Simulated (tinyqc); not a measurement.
# Reverse leakage of an n+-p junction: diffusion, generation, trap-assisted and band-to-band tunnelling: effects of single changes

One-sided abrupt junction in the depletion approximation, x from the junction (0) to W on the p side, field F = F0 (1 - x/W). Flat quasi-Fermi levels, long p side. Traps generate through SRH with both lifetimes shortened by 1 + Gamma (Hurkx enhancement, form for moderate fields); band-to-band generation is local and needs a total bending above Eg.

Values chosen for this exercise; band and dielectric values those of a made-up semiconductor:
```
symbol,value,unit,meaning
T,300,K,temperature
Eg,1.28,eV,band gap
eps_r,14.1,,relative permittivity
Nc,3.5e19,cm^-3,conduction-band density of states at T
Nv,2.91e19,cm^-3,valence-band density of states at T
Na,2.7e17,cm^-3,acceptor density of the lighter side
Nd,1e20,cm^-3,donor density of the heavier side
tau,3e-6,s,SRH lifetime of both carriers at zero field
Et,-0.03,eV,trap level above the intrinsic level
mt,0.23,m0,tunnelling mass
Dn,13,cm^2/s,electron diffusion coefficient on the lighter side
Ab,7e14,cm^-0.5 V^-2.5 s^-1,band-to-band prefactor
Bb,2.38e7,V/cm,band-to-band field constant
VR,2.6,V,reverse bias
```

Constants: q = 1.602176634e-19 C, kB = 1.380649e-23 J/K, hbar = 1.054571817e-34 J s, m0 = 9.1093837015e-31 kg, Vt = kB T/q, eps0 = 8.8541878128e-14 F/cm where lengths are in cm. Results are converted to the units shown.

Each table varies one quantity; the others keep the values above.

## Leakage components against the acceptor density of the lighter side

ni = sqrt(Nc Nv) exp(-Eg/(2 Vt)), Eg in volts; Vbi = Vt ln(Na Nd/ni^2); W = sqrt(2 eps0 eps_r (Vbi + VR)/(q Na)); F0 = 2 (Vbi + VR)/W; FG = sqrt(24 mt m0 (kB T)^3)/(q hbar); J_diff = q ni^2 sqrt(Dn/tau)(1 - exp(-VR/Vt))/Na. u = (Vbi + VR)(1 - x/W)^2, p = Na exp(-u/Vt), n = Nd exp((u - Vbi - VR)/Vt); G0 = ni^2 (1 - exp(-VR/Vt))/(tau (n + p + 2 ni cosh(Et/Vt))); Gamma = 2 sqrt(3 pi)(F/FG) exp((F/FG)^2); trap-assisted part G0 Gamma; G_bb = Ab F^2.5 exp(-Bb/F) with F in V/cm, zero unless Vbi + VR > Eg, and counted as zero under 1 cm^-3 s^-1. Currents are q times the integrals over 0 to W; J_bb under 1e-8 of J is printed as 0; rows with F0/FG above 2.2, beyond the range of this Gamma, are left out.

Leakage components against the acceptor density of the lighter side:

| Na (cm^-3) | F0 (kV/cm) | F0/FG | J_diff (A/cm^2) | J_SRH (A/cm^2) | J_TAT (A/cm^2) | J_bb (A/cm^2) | J (A/cm^2) | largest part |
|---|---|---|---|---|---|---|---|---|
| 1e16 | 97.5 | 0.275 | 1.07e-14 | 3.81e-10 | 4.13e-10 | 0 | 7.94e-10 | trap-assisted tunnelling |
| 2.4e16 | 151 | 0.428 | 4.44e-15 | 2.43e-10 | 4.35e-10 | 0 | 6.78e-10 | trap-assisted tunnelling |
| 5.6e16 | 232 | 0.656 | 1.90e-15 | 1.58e-10 | 4.91e-10 | 0 | 6.48e-10 | trap-assisted tunnelling |
| 1.3e17 | 355 | 1.00 | 8.21e-16 | 1.03e-10 | 6.57e-10 | 0 | 7.60e-10 | trap-assisted tunnelling |
| 3.2e17 | 558 | 1.58 | 3.33e-16 | 6.48e-11 | 1.49e-9 | 2.25e-15 | 1.56e-9 | trap-assisted tunnelling |

J goes from 7.94e-10 through a minimum of 6.48e-10 (at Na = 5.6e16 among the rows listed) to 1.56e-9 A/cm^2. Trap-assisted tunnelling leads at Na = 1e16 and in all other rows. The ratio J_TAT/J_SRH goes from 1.08 to 23.0 as F0/FG goes from 0.275 to 1.58.

## Leakage components against the SRH lifetime of both carriers at zero field

Same model as above.

The same in every row: F0 (kV/cm) = 512; F0/FG = 1.45.

Result of one run:

| tau (s) | J_diff (A/cm^2) | J_SRH (A/cm^2) | J_TAT (A/cm^2) | J_bb (A/cm^2) | J (A/cm^2) | largest part |
|---|---|---|---|---|---|---|
| 1e-6 | 6.84e-16 | 2.12e-10 | 3.58e-9 | 4.05e-17 | 3.79e-9 | trap-assisted tunnelling |

What becomes of these results when the SRH lifetime of both carriers at zero field tau is changed from 1e-6 to 1e-9 s, all else the same?

Result of the changed run:

| tau (s) | J_diff (A/cm^2) | J_SRH (A/cm^2) | J_TAT (A/cm^2) | J_bb (A/cm^2) | J (A/cm^2) | largest part |
|---|---|---|---|---|---|---|
| 1e-9 | 2.16e-14 | 2.12e-7 | 3.58e-6 | 0 | 3.79e-6 | trap-assisted tunnelling |

The whole series:

| tau (s) | J_diff (A/cm^2) | J_SRH (A/cm^2) | J_TAT (A/cm^2) | J_bb (A/cm^2) | J (A/cm^2) | largest part |
|---|---|---|---|---|---|---|
| 1e-10 | 6.84e-14 | 2.12e-6 | 3.58e-5 | 0 | 3.79e-5 | trap-assisted tunnelling |
| 1e-9 | 2.16e-14 | 2.12e-7 | 3.58e-6 | 0 | 3.79e-6 | trap-assisted tunnelling |
| 1e-8 | 6.84e-15 | 2.12e-8 | 3.58e-7 | 0 | 3.79e-7 | trap-assisted tunnelling |
| 1e-7 | 2.16e-15 | 2.12e-9 | 3.58e-8 | 0 | 3.79e-8 | trap-assisted tunnelling |
| 1e-6 | 6.84e-16 | 2.12e-10 | 3.58e-9 | 4.05e-17 | 3.79e-9 | trap-assisted tunnelling |
| 1e-5 | 2.16e-16 | 2.12e-11 | 3.58e-10 | 4.05e-17 | 3.79e-10 | trap-assisted tunnelling |
| 0.0001 | 6.84e-17 | 2.12e-12 | 3.58e-11 | 4.05e-17 | 3.79e-11 | trap-assisted tunnelling |

J falls from 3.79e-5 to 3.79e-11 A/cm^2. Trap-assisted tunnelling leads at tau = 1e-10 and in all other rows. J_SRH and J_TAT go as 1/tau and J_diff as tau^(-1/2); J_bb does not depend on it.

Range of the model: The n+ side is degenerate, so Vbi from Boltzmann statistics is only a guide.

Program tinyqc, `OMP_NUM_THREADS=1 python tinyqc.py 2290155 2290156 out.jsonl`; Intel Xeon 2.30GHz, shared host, one thread, about 0.01 s.
